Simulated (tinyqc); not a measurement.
MOSFET in saturation, small-signal circuit and noise: two steps of the calculation.

Bias by the inversion coefficient IC = I/Ispec (charge-based model with velocity saturation; weak inversion below 0.1, strong above 10). Common-source circuit: gm, gds, Cgs, Cgd and Cj at the inner nodes, Rg in series with the gate; quasi-static, no source or drain resistance, no gate-body capacitance, no substrate network, no induced gate noise, so fmax is an upper estimate.

Values chosen for this exercise: temperature T = 400 K; gate length L = 28 nm; total gate width W = 80 um; gate capacitance Cox = 1.76 uF/cm^2; mobility mu = 250 cm^2/(V s); slope factor n = 1.32; velocity-saturation length Ls = 10 nm; inversion coefficient IC = 3.5; short-channel excess of the noise factor gw = 0.12; oxide trap density Nt = 5.6e16 cm^-3 eV^-1; tunnelling length into the oxide lt = 0.1 nm; Coulomb scattering coefficient ac = 3000 V s/C; signal frequency f = 10 GHz.

Constants: q = 1.602176634e-19 C, kB = 1.380649e-23 J/K, Vt = kB T/q. Results are converted to the units shown.

Task 1. Admittance matrix. Inner admittances at w = 2 pi f: y11 = i w (Cgs + Cgd), y12 = -i w Cgd, y21 = gm - i w Cgd, y22 = gds + i w (Cgd + Cd). Invert to Z, add Rg to Z11 and invert back to Y.

gm = 104.05382 mS
gds = 14.567535 mS
Cgs = 52.275466 fF
Cgd = 33.6 fF
Cd = 58.4 fF
Rg = 2.1130952 ohm

Wanted: inner y; Y with Rg.

Result 1.

inner y (mS):
```
            1          2
1    0.0+5.4i   0.0-2.1i
2  104.1-2.1i  14.6+5.8i
```

Y with Rg (mS):
```
            1          2
1    0.1+5.4i   0.0-2.1i
2  104.0-3.3i  14.6+6.2i
```

Task 2. Noise at the gate. Channel noise Sid = 4 kB T gam n gm with gam = (1/2 + (2/3) qs)/(1 + qs) + gw lc IC, qs = [sqrt(1 + 4 IC) - 1]/2, lc = Ls/L (the last term an empirical rise with velocity saturation); at the gate, white noise Sw = Sid/gm^2 + 4 kB T Rg. Number fluctuation with correlated mobility: S(f) = K/f, K = q^2 Vt lt Nt/(W L Cox^2) (1 + ac mu Cox I/gm)^2, Vt in eV with Nt per eV. Corner fc = K/Sw. Full shot noise would be 2 q I.

I = 13801.375 uA
gm = 104.05382 mS
Rg = 2.1130952 ohm

Give: gam; Sid; Sid/(2 q I); sqrt(Sw); K; fc.

Result 2.

gam = 0.74826
Sid = 2.2703e-21 A^2/Hz
Sid/(2 q I) = 0.51337
sqrt(Sw) = 0.50633 nV/Hz^0.5
K = 9.8606e-12 V^2
fc = 38.463 MHz

The gate resistance gives 18 % of the white noise power.

Program tinyqc, `OMP_NUM_THREADS=1 python tinyqc.py 2150041 2150042 out.jsonl`; Intel Xeon 2.30GHz, shared host, one thread, about 0.01 s.
